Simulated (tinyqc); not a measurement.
# From one set of inputs to another, one input at a time

Model: rapid thermal processing of a wafer: radiative balance, ramp and cooling, pattern effects, pyrometer error and spike budget. Computed by tinyqc, a small Python program. Command: `OMP_NUM_THREADS=1 python tinyqc.py 3112795 3112796 out.jsonl rtp ladder`. One thread of a shared host (Intel(R) Xeon(R) Processor @ 2.30GHz), about 0.08 s of CPU time with the checks.

The wafer is opaque and uniform through its thickness unless said otherwise; temperatures in formulas are in kelvin (C + 273.15). sigma = 5.670374419e-12 W/(cm^2 K^4).

The inputs printed are set A. Inputs not listed in the table keep their values of set A, so the rows need not describe a real material.

Inputs (values chosen for the exercise, modelled on a hot silicon wafer): wafer thickness d = 525 micrometre; heat capacity per volume C = 2.28 J/(cm^3 K); thermal conductivity k = 0.25 W/(cm K); emissivity eps of each face = 0.56; reflectivity of the chamber walls r = 0.64; gas heat-transfer coefficient h, both faces together = 2.6 mW/(cm^2 K); wall temperature T_w = 350 K; process temperature = 926 C; starting temperature = 550 C; ramp rate = 390 K/s; relative change of absorptivity over a pattern = 5.8 %; period of the pattern = 2.1 mm; pyrometer wavelength = 2.3 micrometre; error of the assumed emissivity = 10 %; activation energy of the process E_a = 2.7 eV.

Constants: k_B = 8.617333262e-05 eV/K; h = 6.62607015e-34 J s; c = 299792458 m/s; k_B = 1.380649e-23 J/K.

Method:
- Effective emissivity between parallel grey plates: eps_eff = 1/(1/eps + 1/(1 - r) - 1). Loss per area q(T) = 2 eps_eff sigma (T^4 - T_w^4) + h (T - T_w).
- Absorbed power during a ramp = q(T) + C d x ramp rate; thermal time constant tau = C d/(dq/dT), dq/dT = 8 eps_eff sigma T^3 + h; natural cooling rate q/(C d); front-to-back difference under one-sided heating at the end of the ramp = (absorbed power) d/(2 k).
- At steady state a sinusoidal change of absorbed power of relative amplitude a and period p gives the temperature amplitude a q/(dq/dT + k d (2 pi/p)^2); healing length l = sqrt(k d/(dq/dT)); process change = E_a dT/(k_B T^2). Emissivity is taken as unchanged.
- Signal proportional to eps/(exp(c2/(lambda T)) - 1), c2 = h c/k_B. If the assumed emissivity is too high by the given error, the reading T' solves (1 + error)/(exp(c2/(lambda T')) - 1) = 1/(exp(c2/(lambda T)) - 1). Wien estimate: T' - T = -lambda T^2 ln(1 + error)/c2. Process rates go as exp(-E_a/(k_B T)).

Each row keeps all changes above it:
```
input moved                                                         from    to  holding power q (W/cm^2)  amplitude (K)  reading less true temperature (K)
set A                                                                  -     -                     8.741        0.04306                             -21.41
gas heat-transfer coefficient h, both faces together (mW/(cm^2 K))   2.6  0.65                     7.085        0.03491                             -21.41
emissivity eps of each face                                         0.56  0.59                     7.256        0.03575                             -21.41
thermal conductivity k (W/(cm K))                                   0.25   0.3                     7.256        0.02980                             -21.41
activation energy of the process E_a (eV)                            2.7  3.66                     7.256        0.02980                             -21.41
pyrometer wavelength (micrometre)                                    2.3   3.8                     7.256        0.02980                             -33.75
ramp rate (K/s)                                                      390    26                     7.256        0.02980                             -33.75
period of the pattern (mm)                                           2.1   1.2                     7.256        0.00974                             -33.75
```

Holding power q goes from 8.74 to 7.26, a factor 0.830 in all. The largest single move comes from gas heat-transfer coefficient h, both faces together (a factor 0.811), and emissivity eps of each face works against it (a factor 1.024). Amplitude goes from 0.0431 to 0.00974, a factor 0.226 in all. The largest single move comes from period of the pattern (a factor 0.327). Reading less true temperature goes from -21.4 to -33.7, -12.3 in all. The largest single move comes from pyrometer wavelength (-12.3). The single moves hold for this order of the switches; the total does not depend on the order.

Caution (all rows): below about 600 C lightly doped silicon is partly transparent at this wavelength, so its emissivity is not yet the hot value early in the ramp.

Extremes, crossings and ranges named in words are read from the listed rows.
